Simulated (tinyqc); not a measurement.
Surface photovoltage measurement of the minority-carrier diffusion length in a wafer. Changing the back recombination velocity S_b. Computed by tinyqc, a small Python program. Command: `OMP_NUM_THREADS=1 python tinyqc.py 3130263 3130264 out.jsonl spv sweep`. One thread of a shared host (Intel(R) Xeon(R) Processor @ 2.30GHz), about 0.02 s of CPU time with the checks.

Low injection, steady light, a depletion layer much thinner than 1/alpha and L. The excess density dn is taken at the front edge of the neutral region; light that reaches the back is lost.

Inputs (values chosen for the exercise, modelled on p-type silicon at room temperature):
```
quantity                                              value               unit
diffusion length L                                      270         micrometre
wafer thickness W                                       725         micrometre
diffusivity D                                          28.1             cm^2/s
front recombination velocity S_f                       1300               cm/s
photon flux entering                                  5e+11         1/(cm^2 s)
minority density at the surface barrier scale n_0     1e+10             1/cm^3
temperature T                                           298                  K
wavelength                                              925                 nm
relative noise of each reading                            0                  %
diffusion length after pair splitting over L           0.56                  -
iron factor C                                      1.09e+16  micrometre^2/cm^3
```

normal deviates g for the noise: -0.49  0.38  0.88  -1.32  1.51  1.80  1.01

Constants: k_B = 8.617333262e-05 eV/K.

Method:
- alpha = (84.732/lambda - 76.417)^2 per cm with lambda in micrometre (an empirical fit for silicon between 0.7 and 1.05 micrometre).
- Thick wafer: dn = Phi L/((S_f + D/L)(L + 1/alpha)). Finite wafer, with s = S_b L/D, w = W/L, a = alpha L: dn = [Phi a/(a^2 - 1)] [a - B - exp(-alpha W)(a - s)/(cosh w + s sinh w)]/(S_f + B D/L), B = (sinh w + s cosh w)/(cosh w + s sinh w).
- Photovoltage V = (k_B T/e) ln(1 + dn/n_0). Lifetime = L^2/D.
- Readings y = (Phi/dn) (1 + noise x g) at 780, 830, 880, 920, 950, 975 and 995 nm; a least-squares line y = c (1/alpha + L_app) gives L_app = intercept/slope.
- Splitting iron-boron pairs in boron-doped silicon shortens L; with nothing else changing, [Fe] = C (1/L_after^2 - 1/L^2). It is evaluated with the true lengths and with the apparent ones (without noise), which differ when the wafer is not thick against L.

One run for each value; columns: (1) back recombination velocity S_b (cm/s); (2) apparent length L_app (micrometre); (3) B; (4) dn, finite wafer (1/cm^3); (5) bias, apparent over true less 1 (rounded to 0.001) (%):
```
(1)          (2)     (3)         (4)     (5)
1.00e+00  276.91  0.9908  1.8513e+08   1.968
1.00e+01  276.79  0.9909  1.8511e+08   1.932
1.00e+02  275.66  0.9924  1.8494e+08   1.604
1.00e+03  269.92  0.9998  1.8407e+08  -0.097
1.00e+04  264.11  1.0076  1.8316e+08  -1.829
1.00e+05  262.95  1.0092  1.8298e+08  -2.166
1.00e+06  262.82  1.0093  1.8296e+08  -2.203
1.00e+07  262.80  1.0093  1.8296e+08  -2.206
```

What does the table show?

Over the rows, apparent length L_app (micrometre) falls from 277 to 263; B rises from 0.9908 to 1.009; dn, finite wafer (1/cm^3) falls from 1.851e8 to 1.830e8.

Extremes, crossings and ranges named in words are read from the listed rows.
